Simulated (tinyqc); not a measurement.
Haynes-Shockley experiment: what a collector records, against the lifetime.

A sheet injected at x = 0, t = 0 gives at x = L the signal n(t) = N0 exp(-t/tau - (L - v t)^2/(4 D t))/sqrt(4 pi D t), D = mu Vt, v = mu F. Its peak lies at tp = [-D + sqrt(D^2 + u^2 L^2)]/u^2, u^2 = v^2 + 4 D/tau; dt is the full width at half height. Simple readings: mobility L/(F tp), diffusion coefficient (L dt/tp)^2/(16 ln 2 tp). Area v times the integral of n over N0: (v/u) exp(L (v - u)/(2 D)).

Values chosen for this exercise: temperature T = 350 K; minority-carrier mobility mu = 197 cm^2/(V s); sweep field along the drift F = 39 V/cm; distance from injector to collector L = 120 um.

Constants: q = 1.602176634e-19 C, kB = 1.380649e-23 J/K, Vt = kB T/q. Results are converted to the units shown.

The same in every row: L/v (us) = 1.562.

Result of one run:
```
tau (s),tp (us),dt (us),apparent mobility (cm^2/(V s)),apparent D (cm^2/s),area,exp(-L/(v tau))
1e-5,1.438,1.231,214.0,6.617,0.8400,0.8554
```

What becomes of these results when the lifetime tau is changed from 1e-5 to 4e-7 s, all else the same?

Result of the changed run:
```
tau (s),tp (us),dt (us),apparent mobility (cm^2/(V s)),apparent D (cm^2/s),area,exp(-L/(v tau))
4e-7,1.054,0.7604,292.0,6.420,0.02788,0.02015
```

The whole series:
```
tau (s),tp (us),dt (us),apparent mobility (cm^2/(V s)),apparent D (cm^2/s),area,exp(-L/(v tau))
2e-7,0.8670,0.5636,354.9,6.329,0.001910,4.059e-4
4e-7,1.054,0.7604,292.0,6.420,0.02788,0.02015
1e-6,1.249,0.9890,246.4,6.518,0.2020,0.2097
2e-6,1.344,1.108,229.0,6.567,0.4331,0.4580
5e-6,1.412,1.197,217.9,6.603,0.7082,0.7317
1e-5,1.438,1.231,214.0,6.617,0.8400,0.8554
3e-5,1.455,1.254,211.4,6.626,0.9431,0.9493
6e-5,1.460,1.260,210.8,6.628,0.9711,0.9743
```

True values: mu = 197 cm^2/(V s), D = 5.94 cm^2/s. The apparent mobility is 80 % above the true one in the first row and 7.0 % above it in the last, and the apparent D 6.5 % above and 12 % above D. The peak always comes before L/v, since spreading and decay both weigh down the later part of the signal; the shift is 44 % and 6.5 % in these rows.

Computed by the program tinyqc: `OMP_NUM_THREADS=1 python tinyqc.py 2310102 2310103 out.jsonl`, one thread of a shared Intel Xeon 2.30GHz, about 0.01 s for the whole run.
